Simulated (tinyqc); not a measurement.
# Small-signal admittance of a forward-biased p+-n diode: effects of single changes

Holes injected into a neutral base of width wb with an ohmic contact at its end; low injection, p0 far above the equilibrium density. A small voltage v exp(i w t), w = 2 pi f, modulates the edge density by p0 v/Vt, and the small-signal density obeys Dp d2p/dx2 = (1/tau + i w) p.

Parameters, values chosen for the exercise; permittivity close to that of silicon: temperature T = 300 K; relative permittivity eps_r = 11.7; donor density of the base Nd = 2.6e16 cm^-3; hole diffusion coefficient Dp = 5.4 cm^2/s; hole lifetime tau = 1e-6 s; width of the neutral base wb = 44 um; excess hole density at the junction edge p0 = 2.9e13 cm^-3; acceptor density of the p+ side Na = 4e19 cm^-3; series resistance Rs = 0.00013 ohm cm^2; signal frequency f = 4.3e5 Hz.

Constants: q = 1.602176634e-19 C, kB = 1.380649e-23 J/K, Vt = kB T/q, eps0 = 8.8541878128e-14 F/cm where lengths are in cm. Results are converted to the units shown.

Each table varies one quantity; the others keep the values above.

## Admittance against frequency

L = sqrt(Dp tau); direct current J = (q Dp p0/L) coth(wb/L); k = sqrt(1 + i w tau)/L; diffusion admittance Y = (q Dp p0/Vt) k coth(k wb) = G + i w C_diff; junction capacitance C_j = sqrt(q eps0 eps_r Nd/(2 Vr)) in the depletion approximation, with the remaining barrier Vr = Vt ln(Na/p0), a rough value under forward bias; base-width modulation is left out. Measured admittance 1/[Rs + 1/(Y + i w C_j)].

The same in every row: C_j (uF/cm^2) = 0.07684.

Admittance against frequency:
```
f (Hz),w tau,G (S/cm^2),C_diff (uF/cm^2),measured G (S/cm^2),measured C (uF/cm^2),phase of the measured Y (degrees)
500,0.003142,0.4370,0.1810,0.4370,0.2578,0.1062
2000,0.01257,0.4370,0.1810,0.4370,0.2578,0.4247
9000,0.05655,0.4371,0.1810,0.4371,0.2578,1.910
40000,0.2513,0.4387,0.1806,0.4387,0.2574,8.388
2e5,1.257,0.4757,0.1719,0.4757,0.2487,33.30
7e5,4.398,0.6921,0.1265,0.6921,0.2033,52.26
3e6,18.85,1.317,0.06624,1.317,0.1430,63.96
1e7,62.83,2.360,0.03696,2.366,0.1137,71.68
5e7,314.2,5.243,0.01664,5.351,0.09334,79.66
```

What does the table show?

G starts at J/Vt = 0.437 S/cm^2 and C_diff at (J tau/(2 Vt))(1 - 2 x/sinh 2x) = 0.181 uF/cm^2, x = wb/L = 1.89. Between the last two rows G goes as f^(0.50) and C_diff as f^(-0.50); the limits are 1/2 and -1/2, reached when the signal penetrates only sqrt(Dp/w). The measured C is 0.011 % below C_diff + C_j in the first row and 0.14 % below it in the last, the difference being due to Rs.

## Effect of the width of the neutral base

Same model as above.

The same in every row: w tau = 2.702; C_j (uF/cm^2) = 0.07684.

Results:
```
wb (um),G (S/cm^2),C_diff (uF/cm^2),measured G (S/cm^2),measured C (uF/cm^2),phase of the measured Y (degrees)
1.2,8.095,0.007187,8.086,0.08385,1.605
2.3,4.234,0.01376,4.231,0.09050,3.307
4.6,2.138,0.02741,2.137,0.1042,7.503
9,1.136,0.05281,1.135,0.1296,17.14
18,0.6690,0.09850,0.6690,0.1753,35.30
70,0.5819,0.1500,0.5819,0.2268,46.48
140,0.5818,0.1499,0.5818,0.2267,46.47
```

Estimate the missing row, wb = 36 um.

Computed row:
```
wb (um),G (S/cm^2),C_diff (uF/cm^2),measured G (S/cm^2),measured C (uF/cm^2),phase of the measured Y (degrees)
36,0.5680,0.1452,0.5680,0.2220,46.56
```

With this row back in the table: As wb goes from 1.2 to 140, G moves up and down between 0.568 and 8.09 S/cm^2, C_diff rises from 0.00719 to 0.150 uF/cm^2 and the measured C rises from 0.0838 to 0.227 uF/cm^2. C_diff exceeds C_j for wb = 18, 36, 70, 140.

Numbers from tinyqc (`OMP_NUM_THREADS=1 python tinyqc.py 2890154 2890155 out.jsonl`; about 0.01 s on one thread of a shared Intel Xeon 2.30GHz).
